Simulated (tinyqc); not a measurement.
Rapid thermal processing of a wafer: radiative balance, ramp and cooling, pattern effects, pyrometer error and spike budget: one step, computed by the program tinyqc. Command: `OMP_NUM_THREADS=1 python tinyqc.py 3113937 3113938 out.jsonl rtp walk`. One thread of a shared host (Intel(R) Xeon(R) Processor @ 2.30GHz), about 0.04 s of CPU time with the checks.

The wafer is opaque and uniform through its thickness unless said otherwise; temperatures in formulas are in kelvin (C + 273.15). sigma = 5.670374419e-12 W/(cm^2 K^4).

Task: Power to hold and to ramp. Effective emissivity between parallel grey plates: eps_eff = 1/(1/eps + 1/(1 - r) - 1). Loss per area q(T) = 2 eps_eff sigma (T^4 - T_w^4) + h (T - T_w). Absorbed power during a ramp = q(T) + C d x ramp rate; thermal time constant tau = C d/(dq/dT), dq/dT = 8 eps_eff sigma T^3 + h; natural cooling rate q/(C d); front-to-back difference under one-sided heating at the end of the ramp = (absorbed power) d/(2 k).

Inputs (values chosen for the exercise, modelled on a hot silicon wafer): wafer thickness d = 725 micrometre; heat capacity per volume C = 2.1 J/(cm^3 K); thermal conductivity k = 0.23 W/(cm K); emissivity eps of each face = 0.57; reflectivity of the chamber walls r = 0.27; gas heat-transfer coefficient h, both faces together = 5.3 mW/(cm^2 K); wall temperature T_w = 700 K; process temperature = 1010 C; ramp rate = 280 K/s.

Give: eps_eff; holding power q; power at the end of the ramp; dq/dT; time constant tau; natural cooling rate; front-to-back difference.

Result:

eps_eff = 0.47075

holding power q = 16.281 W/cm^2

power at the end of the ramp = 58.911 W/cm^2

dq/dT = 50.416 mW/(cm^2 K)

time constant tau = 3.0199 s

natural cooling rate = 106.94 K/s

front-to-back difference = 9.2850 K

Radiation carries 81 % of the loss. The ramp needs 3.6 times the holding power.
